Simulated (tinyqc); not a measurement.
MOSFET with velocity saturation and source resistance: two steps of the calculation.

Strong inversion, charge Q = Cox (Vg - m V) at channel potential V with Vg the gate overdrive, and drift velocity v = mu E/(1 + mu E/vsat). Integrating along the channel gives I = mu Cox (1/L)(Vg Vd - m Vd^2/2)/(1 + Vd/Vc) per width, Vc = vsat L/mu, which peaks at Vdsat. Units: I in uA/um, Rs in ohm um, so the drop over Rs is 1e-6 I Rs volts.

Inputs (values chosen for the exercise): gate capacitance Cox = 1.42 uF/cm^2; mobility at low gate voltage mu0 = 140 cm^2/(V s); mobility degradation th = 0.1 1/V; saturation velocity vsat = 6.8e6 cm/s; body factor m = 1.29; threshold VT = 0.62 V; channel length L = 0.05 um; source resistance Rs = 100 ohm um; gate voltage Vgs = 1.2 V.

Task 1. Saturation without source resistance. Vg = Vgs - VT (0 if negative), mu = mu0/(1 + th Vg), Vc = vsat L/mu, x = sqrt(1 + 2 Vg/(m Vc)), Vdsat = 2 Vg/(m (1 + x)), Isat = Cox vsat Vg (x - 1)/(x + 1) per width. Long-channel limit: mu Cox Vg^2/(2 m L); short-channel limit: Cox vsat Vg.

Give: Vg; mu; Vc; Vdsat; Isat; long-channel limit; short-channel limit.

Result 1.

Vg = 0.58000 V
mu = 132.33 cm^2/(V s)
Vc = 0.25694 V
Vdsat = 0.28810 V
Isat = 201.19 uA/um
long-channel limit = 490.00 uA/um
short-channel limit = 560.05 uA/um

Task 2. Saturation current with source resistance. Vg = Vgs - I Rs - VT (0 if negative), mu = mu0/(1 + th Vg), Vc = vsat L/mu, x = sqrt(1 + 2 Vg/(m Vc)), Vdsat = 2 Vg/(m (1 + x)), Isat = Cox vsat Vg (x - 1)/(x + 1) per width. I(new) = Isat.

I after iteration 1 = 201.18680 uA/um

Find: Vg; mu; Vc; Vdsat; Isat; I after iteration 2.

Result 2.

Vg = 0.55988 V
mu = 132.58 cm^2/(V s)
Vc = 0.25645 V
Vdsat = 0.28056 V
Isat = 191.15 uA/um
I after iteration 2 = 191.15 uA/um

Range of the model: At this length velocity overshoot and near-ballistic transport, left out here, matter.

Numbers from tinyqc (`OMP_NUM_THREADS=1 python tinyqc.py 2500003 2500004 out.jsonl`; about 0.01 s on one thread of a shared Intel Xeon 2.30GHz).
